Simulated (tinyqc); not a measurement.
# Double-gate transistor, scale length and short-channel effects: effects of single changes

A body of thickness ts between two insulators of thickness ti and two tied gates. Below threshold the potential that source and drain add obeys Laplace's equation and vanishes on the gate. Its lowest mode decays along the channel as exp(-k y); k is the smallest positive root of the matching condition at the interface, and the scale length is Lambda = pi/k.

Inputs (values chosen for the exercise); permittivities: semiconductor made up, insulator close to that of silicon dioxide: temperature T = 300 K; relative permittivity of the semiconductor eps_r = 10.8; relative permittivity of the insulator ei = 4.02; insulator thickness ti = 1.4 nm; body thickness ts = 3.6 nm; channel length L = 23 nm; potential of the source Vbi = 0.95 V; potential of the barrier top at threshold sT = 0.4 V; drain voltage Vds = 0.8 V.

Constants: q = 1.602176634e-19 C, kB = 1.380649e-23 J/K, Vt = kB T/q. Results are converted to the units shown.

Each table varies one quantity; the others keep the values above.

## Effect of the drain voltage

k is the smallest positive root of f(k) = ei cos(k ti) cos(k ts/2) - eps_r sin(k ti) sin(k ts/2). Along the channel psi(y) = s + a exp(y/l) + b exp(-y/l) with psi(0) = Vbi, psi(L) = Vbi + Vds and l = 1/k = Lambda/pi; with A = Vbi - s, B = A + Vds, x = exp(-L/l): a = (B - A x) x/(1 - x^2), b = (A - B x)/(1 - x^2). The minimum is s + 2 sqrt(a b), at y = (l/2) ln(b/a). The long-channel potential follows the gate as s = sT + (Vg - VTL)/m, and the threshold VT is the gate voltage at which the minimum equals sT. Swing = m Vt ln 10/g at threshold, g = d(minimum)/ds = 1 - (b x + a)/((1 + x) sqrt(a b)). DIBL = [VT(0.05 V) - VT(Vds)]/(Vds - 0.05 V). sT and Vbi are held fixed; m = 1.

The same in every row: Lambda (nm) = 9.135; L/Lambda = 2.518.

Effect of the drain voltage:
```
Vds (V)	VT - VTL at Vds (mV)	DIBL (mV/V)	swing (mV/decade)
0.2	-25.60	18.08	61.93
0.35	-28.06	17.25	61.97
0.5	-30.33	16.55	62.02
0.65	-32.45	15.95	62.07
0.8	-34.46	15.43	62.13
0.95	-36.35	14.97	62.19
1.1	-38.16	14.55	62.25
```

Read the table: what changes, and by how much?

As Vds goes from 0.2 to 1.1 V, Lambda stays at 9.14 nm, DIBL falls from 18.1 to 14.6 mV/V and the swing rises from 61.9 to 62.3 mV a decade. In every row the semiconductor is under 4 nm thick, where quantum confinement shifts the threshold.

## Effect of the channel length

Same model as above.

The same in every row: Lambda (nm) = 9.135.

Effect of the channel length:
```
L (nm)	L/Lambda	VT - VTL at Vds = 0.05 V (mV)	VT - VTL at Vds (mV)	DIBL (mV/V)	swing (mV/decade)
10	1.095	-305.6	-470.3	219.7	93.59
12	1.314	-191.5	-293.1	135.5	81.00
14	1.533	-125.0	-190.4	87.17	73.60
17	1.861	-69.00	-104.5	47.35	67.34
20	2.189	-39.36	-59.41	26.73	64.00
24	2.627	-19.15	-28.82	12.89	61.71
29	3.175	-7.955	-11.95	5.325	60.43
34	3.722	-3.340	-5.013	2.231	59.91
41	4.488	-0.9984	-1.498	0.6659	59.64
```

Read the table: what changes, and by how much?

From L = 10 to 41 nm, DIBL falls from 220 to 0.666 mV/V and the swing falls from 93.6 to 59.6 mV a decade (long-channel value 59.5). Between the last two rows the threshold shift at Vds decays with a length of 5.79 nm, against 2 Lambda/pi = 5.82 nm for a shift that goes as exp(-pi L/(2 Lambda)). DIBL first drops below 100 mV/V at L = 14 nm among the rows, L/Lambda = 1.5. For L = 10 to 12 nm L is under 1.5 Lambda, where higher modes, left out of the one-mode potential, count. In every row the semiconductor is under 4 nm thick, where quantum confinement shifts the threshold.

Program tinyqc, `OMP_NUM_THREADS=1 python tinyqc.py 2420006 2420007 out.jsonl`; Intel Xeon 2.30GHz, shared host, one thread, about 0.01 s.
